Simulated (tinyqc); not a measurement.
Plane-wave Kohn-Sham cycle with exchange-only LDA in a layered model solid, step by step. One step of it, computed by the program tinyqc.

Question. Iteration 1: Hamiltonian at one k. H(m,m') = (k + G_m)^2/2 delta + V(G_m - G_m'), with V(-G) = V(G).

A solid whose potential varies along x alone (atomic units):
```
parameter                      value
period a                    7.400000
cross-section of the cell  38.000000
electrons per cell                 2
grid points                       16
plane waves -n..n, n               3
k points                           1
V1 in V1 cos(2 pi x/a)     -0.110000
```

V(G_m), m = 0, 1, 2, ... (hartree): -0.189378  -0.055000  0.000000  0.000000  0.000000  0.000000  0.000000

k = 0.000000 2 pi / a

Give: H.

Answer.

H (hartree), lower triangle:
```
         -3       -2       -1       +0       +1       +2      +3
-3   3.0548
-2  -0.0550   1.2525
-1   0.0000  -0.0550   0.1711
+0   0.0000   0.0000  -0.0550  -0.1894
+1   0.0000   0.0000   0.0000  -0.0550   0.1711
+2   0.0000   0.0000   0.0000   0.0000  -0.0550   1.2525
+3   0.0000   0.0000   0.0000   0.0000   0.0000  -0.0550  3.0548
```
